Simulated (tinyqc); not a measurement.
Thickness series: Landau-Devonshire theory of a uniaxial ferroelectric. Computed by tinyqc, a small Python program. Command: `OMP_NUM_THREADS=1 python tinyqc.py 3013837 3013838 out.jsonl ferro walk`. One thread of a shared host (Intel(R) Xeon(R) Processor @ 2.30GHz), about 0.01 s of CPU time with the checks.

G(P) = (alpha/2) P^2 + (beta*/4) P^4 + (gamma/6) P^6 - E P per volume, SI units, one domain, P along the polar axis, which is normal to the film.

Inputs (values chosen for the exercise, for a model ferroelectric):

| quantity | value | unit |
|---|---|---|
| alpha_0 | 2.74e+06 | J m/(C^2 K) |
| Curie-Weiss temperature T0 | 620 | K |
| beta | -5.81e+08 | J m^5/C^4 |
| gamma | 2.08e+09 | J m^9/C^6 |
| temperature T | 314 | K |
| misfit strain u_m | -0.011 | - |
| electrostriction Q12 | -0.049 | m^4/C^2 |
| compliance s11 + s12 | 4.6e-12 | m^2/N |
| film thickness d | 14 | nm |
| screening length lambda | 0.037 | nm |
| background permittivity eps_b | 10 | - |
| series capacitance C_d | 1.9 | microfarad/cm^2 |

Sample: epitaxial film.

Constants: eps_0 = 8.8541878128e-12 F/m.

Method:
- alpha = alpha_0 (T - T0*), with clamping: T0* = T0 + 4 Q12 u_m/(alpha_0 (s11 + s12)), beta* = beta + 4 Q12^2/(s11 + s12).
- Ps^2 = [-beta* + sqrt(beta*^2 - 4 alpha gamma)]/(2 gamma).
- chi = 1/(eps_0 G''), G'' = alpha + 3 beta* P^2 + 5 gamma P^4 at Ps. Ps, chi and the coercive field are for perfect screening, without a depolarising field. The intrinsic coercive field is |alpha P + beta* P^3 + gamma P^5| at the P_c where G'' = 0. 1 C/m^2 = 100 microcoulomb/cm^2.
- Between shorted electrodes with screening length lambda each, the depolarising field is -k P, k = 2 lambda/(eps_0 (d + 2 lambda eps_b)), so alpha turns into alpha + k.
- The polar state is the lowest uniform state while alpha + k < 0 (beta* > 0) or < 3 beta*^2/(16 gamma) (beta* < 0); setting the equality gives the critical thickness d_c.
- Domains are left out, though they can pre-empt both the loss of P and the state at P = 0. The second and third columns are for the shorted capacitor, polar only where it is the lowest uniform state: alpha + k < 0 (beta* > 0) or < 3 beta*^2/(16 gamma) (beta* < 0). The last column is another circuit, the film in series with C_d at P = 0: 1/C = (alpha d)/(1 + alpha eps_0 eps_b) + 1/C_d, and P = 0 is locally stable while 1/C > 0; a dash marks the rest.

alpha = -1.30714e+09 J m/C^2

beta* = 1.50683e+09 J m^5/C^4

critical thickness d_c = 5.65385 nm

spontaneous polarisation Ps = 71.3688 microcoulomb/cm^2

Against thickness:

| d (nm) | P (microcoulomb/cm^2) | depolarising field (MV/m) | C of the stack / C_d |
|---|---|---|---|
| 1 | 0.000 | 0.00 | 1.0289 |
| 2 | 0.000 | 0.00 | 1.0595 |
| 3 | 0.000 | 0.00 | 1.0920 |
| 5 | 0.000 | 0.00 | 1.1634 |
| 8 | 43.059 | 411.75 | 1.2898 |
| 15 | 58.988 | 313.22 | 1.7280 |
| 30 | 65.637 | 178.46 | 6.3526 |
| 60 | 68.596 | 94.39 | - |
| 150 | 70.280 | 38.97 | - |

What follows from these numbers?

The polar state appears between 5 and 8 nm (d_c = 5.65 nm), and at 150 nm P is 98.5 % of Ps. The stack exceeds C_d wherever it is stable, up to 6.35 times: the ferroelectric held at P = 0 acts as a negative capacitance. Caution: far below T0* the expansion with linear alpha(T) is only a fit.

Extremes, crossings and ranges named in words are read from the listed rows.
